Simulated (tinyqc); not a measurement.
Tight binding, honeycomb lattice, step by step. Computed by tinyqc, a small Python program that keeps every step. Settings: t1 = 1.77, t2 = 0.37, phi = -2.64, delta = 0, points = 6. Command: `OMP_NUM_THREADS=1 python tinyqc.py 29855 29856 out.jsonl` (the two numbers bound the seeds that draw the settings). One thread of a shared host (Intel(R) Xeon(R) Processor @ 2.60GHz), about 0.01 s of CPU time with the checks.

## Bloch Hamiltonian at k

Parameters chosen for this model:
```
parameter      value                        unit
t1          1.770000                 eV, nearest
t2          0.370000       eV, second neighbours
phi        -2.640000  rad, phase of t2 (Haldane)
delta              0          eV, +/- on A and B
```

k point k (fractions of the reciprocal vectors): -0.19000  -0.23000

H_AB = -t1 (1 + exp(-i k.a1) + exp(-i k.a2)); H_AA = delta - 2 t2 sum cos(k.b + phi), H_BB = -delta - 2 t2 sum cos(k.b - phi), b = a1, a2 - a1, -a2.

H(k) at k (eV):
```
                   A                  B
A            1.01494  -2.64342-3.40175i
B  -2.64342+3.40175i            0.88233
```

## Levels at k

Diagonalise the Hermitian matrix.

eigenvalues (eV): -3.35995  5.25723

weights |c|^2 of the basis functions:
```
    band 1   band 2
A  0.49231  0.50769
B  0.50769  0.49231
```

## Bloch Hamiltonian at K

k point K (fractions of the reciprocal vectors): 0.33333  0.66667

As before.

H(k) at K (eV):
```
          A         B
A  -1.89769   0.00000
B   0.00000  -0.04885
```

## Levels at K

As before.

eigenvalues (eV): -1.89769  -0.04885

weights |c|^2 of the basis functions:
```
    band 1   band 2
A  1.00000  0.00000
B  0.00000  1.00000
```

## Bands along a path

The same steps at evenly spaced points between the labelled ones.

Bands along the path (eV):
```
k            band 1    band 2
G          -3.36346   7.25654
G-K 0.20   -3.38435   6.62367
G-K 0.40   -3.34192   4.94292
G-K 0.60   -3.02577   2.77793
G-K 0.80   -2.37373   0.83311
K          -1.89769  -0.04885
K-M 0.20   -2.00274   0.13044
K-M 0.40   -2.17947   0.48077
K-M 0.60   -2.31656   0.81388
K-M 0.80   -2.39434   1.04118
M          -2.41885   1.12115
M-K' 0.20  -2.39434   1.04118
M-K' 0.40  -2.31656   0.81388
M-K' 0.60  -2.17947   0.48077
M-K' 0.80  -2.00274   0.13044
K'         -1.89769  -0.04885
```

With 1 band(s) filled, the highest filled level on these points lies at K and the lowest empty one at K: a gap of 1.8488 eV, direct.

## Chern number of the lower band

On a 6 x 6 mesh, the phase of the product of overlaps around each plaquette (k1 then k2); the sum over 2 pi is an integer.

plaquette phases (rad):
```
          1         2        3        4         5         6
1   0.00000   0.00433  0.08569  0.13557  -0.03797  -0.01462
2   0.00433   0.03790  0.13069  0.67198   0.00000  -0.03797
3   0.08569   0.13069  0.28522  0.85254   0.67198   0.13557
4   0.13557   0.67198  0.85254  0.28522   0.13069   0.08569
5  -0.03797   0.00000  0.67198  0.13069   0.03790   0.00433
6  -0.01462  -0.03797  0.13557  0.08569   0.00433   0.00000
```

Chern number = 1.00000
